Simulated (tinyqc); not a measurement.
Oxide trap near a transistor channel: two-state multiphonon kinetics, telegraph noise and bias instability: one step, computed by the program tinyqc. Command: `OMP_NUM_THREADS=1 python tinyqc.py 3008513 3008514 out.jsonl oxidetrap walk`. One thread of a shared host (Intel(R) Xeon(R) Processor @ 2.30GHz), about 0.01 s of CPU time with the checks.

An n-channel device under positive gate bias. The trap is empty (state 1) or holds an electron (state 2); both states are parabolas of equal curvature, and the electron reservoir is taken at the Fermi level of the channel.

Task: Many traps: 1/f noise. McWhorter number fluctuations for traps uniform in depth and energy: S_V = e^2 k_B T N_t lambda/(W L C_ox^2 f), C_ox = eps_ox eps_0/t_ox. The number of traps within k_B T in energy and one decade in time is N_t k_B T lambda ln(10) W L.

Inputs (values chosen for the exercise, with an insulator like HfO2 on silicon):
```
quantity                   value         unit
insulator constant eps_ox     21            -
insulator thickness t_ox     3.2           nm
temperature T                200            K
channel width W               50           nm
channel length L              49           nm
frequency f                  100           Hz
trap density N_t           2e+19  cm^-3 eV^-1
```

Parts treated: one trap and an ensemble.

attenuation length lambda = 0.1705138 nm

Constants: eps_0 = 8.8541878128e-12 F/m; e = 1.602176634e-19 C; k_B = 8.617333262e-05 eV/K.

Give: C_ox; 1/f noise S_V(f); active traps per decade.

Result:

C_ox = 5.811 microF/cm^2

1/f noise S_V(f) = 1.824e-09 V^2/Hz

active traps per decade = 0.3316

With less than one active trap per decade a single device shows separate Lorentzians; 1/f is only the average over many devices. Caution: N_t k_B T lambda ln(10) W L, the number of active traps per decade, is below one, so S_V is only the mean over many devices.
